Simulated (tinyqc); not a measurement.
Inside a calculation. Model: interdiffusion of a quantum well during annealing: blurred potential and shift of the confined levels. Computed by tinyqc, a small Python program that keeps every step. Command: `OMP_NUM_THREADS=1 python tinyqc.py 3021081 3021082 out.jsonl qwi walk`. One thread of a shared host (Intel(R) Xeon(R) Processor @ 2.30GHz), about 0.07 s of CPU time with the checks. Intermediate numbers are printed to about 6 digits and carried at full precision; extremes and crossings named in words are read from the listed rows.

A square well of width w is blurred by Fick diffusion with a constant coefficient; band offsets are linear in composition, masses are uniform, and strain and excitons are ignored.

Inputs (values chosen for the exercise, modelled on GaAs in AlGaAs):

| quantity | value | unit |
|---|---|---|
| well width w | 8.4 | nm |
| electron mass m_e | 0.0653 | m_0 |
| hole mass m_h | 0.375 | m_0 |
| conduction offset V_c | 0.2 | eV |
| valence offset V_v | 0.17 | eV |
| prefactor D0 | 0.17 | cm^2/s |
| activation energy E | 3.69 | eV |
| anneal temperature T | 830 | C |
| anneal time t | 840 | s |

Constants: k_B = 8.617333262e-05 eV/K; hbar^2/(2 m_0) = 3.80998212 eV angstrom^2.

## Diffusion length

D = D0 exp(-E/(k_B T)); L = sqrt(D t); share of well material at the centre erf(w/(4L)); 1 nm = 1e-7 cm. Temperatures in kelvin are T(C) + 273.15.

diffusivity D = 2.35808e-18 cm^2/s

diffusion length L = 0.445060 nm

ratio L/w = 0.0529834

share at the centre = 1.000000

## Levels before the anneal

Square well, ground state: take the lowest root of k tan(k w/2) = kappa, k^2 = E/c, kappa^2 = (V - E)/c, c = hbar^2/(2m) with hbar^2/(2 m_0) in eV angstrom^2.

electron level before the anneal = 40.3733 meV

hole level before the anneal = 10.1043 meV

Caution: the well mass is used in the barriers too; a heavier barrier mass would lower these levels.

## Levels after the anneal

With L = sqrt(D t) and the share at the centre erf(w/(4L)). After the anneal: V(z) = V {1 - (1/2)[erf((w/2 - z)/(2L)) + erf((w/2 + z)/(2L))]}, energies counted from the original well bottom. Finite differences on 3000 points over |z| < w/2 + 6L + 25 nm; shifts are taken against the same grid with cell-averaged square steps. Rise of the bottom = V (1 - share at the centre). Overlap = |<electron|hole>|^2.

shift of the electron level = 2.411 meV

shift of the hole level = 1.634 meV

blue shift of the transition = 4.045 meV

rise of the gap at the centre = 1.11000e-08 meV

overlap = 0.9513

The centre is still intact, so the shift comes from rounded edges that narrow the lower part of the well.

## Shift against diffusion length

First-order estimate for small L: the shift is 2 L^2 V |d(psi^2)/dz| at an edge, with psi the normalised square-well state: psi^2 = cos^2(k z)/(w/2 + 1/kappa) inside, so |d(psi^2)/dz| = k sin(k w)/(w/2 + 1/kappa).

Shifts (meV):

| L/w | L (nm) | share at the centre | electron | hole | sum | first-order sum |
|---|---|---|---|---|---|---|
| 0.02 | 0.168 | 1 | 0.369 | 0.258 | 0.627 | 0.676453 |
| 0.04 | 0.336 | 1 | 1.411 | 0.96 | 2.371 | 2.70581 |
| 0.07 | 0.588 | 1.000000 | 4.084 | 2.785 | 6.869 | 8.28654 |
| 0.1 | 0.84 | 0.999593 | 7.969 | 5.653 | 13.622 | 16.9113 |
| 0.15 | 1.26 | 0.981578 | 16.75 | 13.271 | 30.021 | 38.0505 |
| 0.2 | 1.68 | 0.922900 | 27.402 | 24.035 | 51.436 | 67.6453 |
| 0.3 | 2.52 | 0.761407 | 48.87 | 47.493 | 96.363 | 152.202 |
| 0.45 | 3.78 | 0.567942 | 73.618 | 74.607 | 148.225 | 342.454 |
| 0.7 | 5.88 | 0.386495 | 98.169 | 100.594 | 198.763 | 828.654 |
| 1 | 8.4 | 0.276326 | 114.082 | 116.818 | 230.9 | 1691.13 |

The sum grows as L^1.92 between the first rows (L^2, linear in time, in first order) and as L^0.42 between the last, as it bends towards the limit V_c + V_v less the original levels, 319.5 meV. The first-order form is off by +8 % in the first row and +24 % at L/w = 0.1; it needs L well below the decay length 1/kappa. At L/w = 0.2 the hole level has moved by the larger share of its offset (14.1 % for the hole, 13.7 % for the electron).

Checks made by the program: finite differences against the square-well equation (relative difference 7e-06).
